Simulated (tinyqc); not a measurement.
Vacuum evaporation: vapour pressure, source flux, thickness distribution, purity and step coverage: one step, computed by the program tinyqc.

Molecular flow, unit sticking of the metal, no re-evaporation. The background gas is taken as water vapour (18.015 g/mol, collision diameter 0.37 nm) at 300 K.

Task: Scattering and purity. Mean free path lambda = k_B T_g/(sqrt2 pi d^2 p); unscattered share exp(-h/lambda); gas arrival p/sqrt(2 pi m_g k_B T_g); impurity ratio = sticking x gas arrival/metal arrival; monolayer time = 1e15 cm^-2/(sticking x gas arrival).

Inputs (values chosen for the exercise, modelled on silver, with constants for the liquid):
```
quantity                    value  unit
source temperature T         1220     K
source-to-wafer distance h     48    cm
background pressure p       3e-06    Pa
sticking of background gas    0.7     -
```

arrival rate at the centre = 2.583908e+13 1/(cm^2 s)

Constants: k_B = 1.380649e-23 J/K; u = 1.6605390666e-27 kg.

Give: mean free path; unscattered share; gas arrival rate; impurity ratio; monolayer time.

Result:

mean free path = 2270 m

unscattered share = 0.9998

gas arrival rate = 1.075e+13 1/(cm^2 s)

impurity ratio = 0.2913

monolayer time = 132.9 s

The gas that sticks amounts to more than a tenth of the metal, although few metal atoms scatter on the way: purity, not the free path, sets the vacuum needed.
